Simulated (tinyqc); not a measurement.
Inputs raised by 2 %, one at a time: hydrogen passivation of interface dangling bonds: competing passivation and dissociation with distributed barriers. Computed by tinyqc, a small Python program. Command: `OMP_NUM_THREADS=1 python tinyqc.py 3016167 3016168 out.jsonl passiv sens`. One thread of a shared host (Intel(R) Xeon(R) Processor @ 2.30GHz), about 0.1 s of CPU time with the checks.

P_b + H2 gives P_bH + H at the rate k_f [H2]; P_bH gives P_b + H at the rate k_d. All defects start unpassivated. E_f and E_d are Gaussian and independent.

Inputs (values chosen for the exercise, close to those used for P_b centres at the silicon-oxide interface): defect density N0 = 1.7e+12 1/cm^2; passivation prefactor k_f0 = 3.1e-08 cm^3/s; mean passivation barrier E_f = 1.64 eV; spread sigma_f = 0.11 eV; dissociation prefactor k_d0 = 1.9e+13 1/s; mean dissociation barrier E_d = 2.75 eV; spread sigma_d = 0.097 eV; H2 in the oxide per atm, solubility factor = 1.9e+18 1/(cm^3 atm); hydrogen pressure p = 10 atm; anneal temperature T = 625 C; anneal time t = 130 s; oxide thickness = 2.8 nm.

Constants: k_B = 8.617333262e-05 eV/K; e = 1.602176634e-19 C; eps_0 = 8.8541878128e-12 F/m.

Method:
- [H2] = solubility factor x p; a = k_f0 [H2] exp(-E_f/(k_B T)), d = k_d0 exp(-E_d/(k_B T)). For one pair of barriers the active share is y = [d + a exp(-(a + d) t)]/(a + d).
- Temperatures in kelvin are T(C) + 273.15.
- Average y over both Gaussians with 40 x 40 Gauss-Hermite points.
- Active density N0 y; threshold shift if each active defect holds one charge, e N0 y t_ox/(3.9 eps_0).
- Minimise the averaged y over T between 150 and 900 C: find where ln y is equal at T - 0.05 and T + 0.05 C; T is rounded to 0.1 C.

Runs:
```
input moved                          from       to  active share y  active share, single barriers  least active share  threshold shift (mV)
base run                                -        -      1.1433e-04                     1.9059e-05          2.9684e-05              0.025249
mean passivation barrier E_f (eV)    1.64   1.6728      1.7433e-04                     2.9117e-05          5.2821e-05              0.038502
spread sigma_f (eV)                  0.11   0.1122      1.1903e-04                     1.9059e-05          3.2458e-05              0.026289
mean dissociation barrier E_d (eV)   2.75    2.805      5.6279e-05                     9.3645e-06          1.4695e-05              0.012429
spread sigma_d (eV)                 0.097  0.09894      1.1797e-04                     1.9059e-05          3.0769e-05              0.026054
hydrogen pressure p (atm)              10     10.2      1.1209e-04                     1.8685e-05          2.8986e-05              0.024756
anneal time t (s)                     130    132.6      1.1433e-04                     1.9059e-05          2.9490e-05              0.025249
```

Exponents ln(y'/y) / ln(x'/x):
```
input                          active share y  active share, single barriers  least active share  threshold shift
mean passivation barrier E_f           21.306                         21.400              29.101           21.306
spread sigma_f                          2.038                          0.000               4.511            2.038
mean dissociation barrier E_d         -35.790                        -35.885             -35.506          -35.790
spread sigma_d                          1.585                          0.000               1.812            1.585
hydrogen pressure p                    -0.996                         -1.000              -1.203           -0.996
anneal time t                           0.000                          0.000              -0.331            0.000
```

Among the inputs moved here: active share y answers most in size to mean dissociation barrier E_d (exponent -35.790), next to mean passivation barrier E_f (+21.306); its exponent is below 0.0005 for anneal time t. Its exponent -0.996 in hydrogen pressure p: steady balance d/a. Its exponent 0.000 in anneal time t: the steady balance is reached. Active share, single barriers answers most in size to mean dissociation barrier E_d (exponent -35.885), next to mean passivation barrier E_f (+21.400); its exponent is below 0.0005 for spread sigma_f, spread sigma_d, anneal time t. Least active share answers most in size to mean dissociation barrier E_d (exponent -35.506), next to mean passivation barrier E_f (+29.101). Threshold shift answers most in size to mean dissociation barrier E_d (exponent -35.790), next to mean passivation barrier E_f (+21.306); its exponent is below 0.0005 for anneal time t.

Caution (all rows): single-barrier shares below about 1e-3 are formal; measured passivation levels off well above them. Caution (all rows): densities below a few 1e9 per cm^2 are formal: other defects set the floor in real interfaces. Caution (all rows): a least active share below 1e-3 is a property of the model; measured passivation levels off well above it. Caution (all rows): atomic hydrogen, which both passivates and depassivates, and further passivation during cooling are left out.

Extremes, crossings and ranges named in words are read from the listed rows.
